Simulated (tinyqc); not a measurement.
What each parameter does: polytypes by hexagonality, and a cubic inclusion as a quantum well.

Gap: E3 + (E2 - E3) h. Valence top Ev2 h and polarisation P2 h, both counted from 3C; Ec = Ev + gap.

A cubic inclusion of width L = N d in the host (h = 1) is a well of depth V = Ec(host) - Ec(3C). Square well with mass mismatch: k tan(k L/2) = (m_w/m_b) q, k = sqrt(m_w E/c), q = sqrt(m_b (V - E)/c), c = hbar^2/2m0, lowest root. The depth of the level, V - E, is its binding, and the transition to the valence top of the host is gap(host) - (V - E). The step in polarisation gives a field |F| = |P|/(eps eps0) in a thin inclusion, eps0 = 8.8541878e-12 F/m.

Constants: hbar^2/2m0 = 3.80998211 eV angstrom^2.

Parameters, chosen for this exercise (of the order of those of InAs; not measured data):
- E3 = 0.416 eV (gap of the cubic polytype)
- E2 = 0.457 eV (gap of 2H)
- Ev2 = 0.053 eV (valence top of 2H above that of 3C)
- P2 = 0.0019 C/m^2 (spontaneous polarisation of 2H)
- m = (0.026, 0.025) m0 (electron mass along c in the cubic layer and in the host)
- d = 3.508 angstrom (thickness of a double layer)
- eps = 14.9 (dielectric constant)
- N = 24 (double layers in the cubic inclusion)

Well depth, depth of the level, transition without the field and field. Each row changes one parameter from the base and keeps the others.

Results:
```
case                   V (eV)  depth (eV)  transition (eV)  |F| (MV/cm)
base                   0.0940      0.0448           0.4122        0.144
N = 25                 0.0940      0.0465           0.4105        0.144
Ev2 = 0.083 eV         0.1240      0.0667           0.3903        0.144
E3 = 0.396 eV          0.1140      0.0592           0.3978        0.144
E2 = 0.487 eV          0.1240      0.0667           0.4203        0.144
P2 = 0.0025 C/m^2      0.0940      0.0448           0.4122        0.189
eps = 15.9             0.0940      0.0448           0.4122        0.135
m = (0.031, 0.025) m0  0.0940      0.0462           0.4108        0.144
```

The largest shifts from the base row, up to three for each result and ties (the steps differ in size, so this ranks the rows, not the parameters). V (eV): Ev2 +0.0300, E2 +0.0300, E3 +0.0200; unchanged at the printed digits by N, P2, eps and m. depth (eV): Ev2 +0.0219, E2 +0.0219, E3 +0.0144; unchanged at the printed digits by P2 and eps. transition (eV): Ev2 -0.0219, E3 -0.0144, E2 +0.0081; unchanged at the printed digits by P2 and eps. |F| (MV/cm): P2 +0.045, eps -0.009; unchanged at the printed digits by N, Ev2, E3, E2 and m.

Run: tinyqc, `OMP_NUM_THREADS=1 python tinyqc.py 1880480 1880481 out.jsonl`; Intel(R) Xeon(R) Processor @ 2.30GHz, one thread, shared host; about 0.1 s of CPU time with all checks.
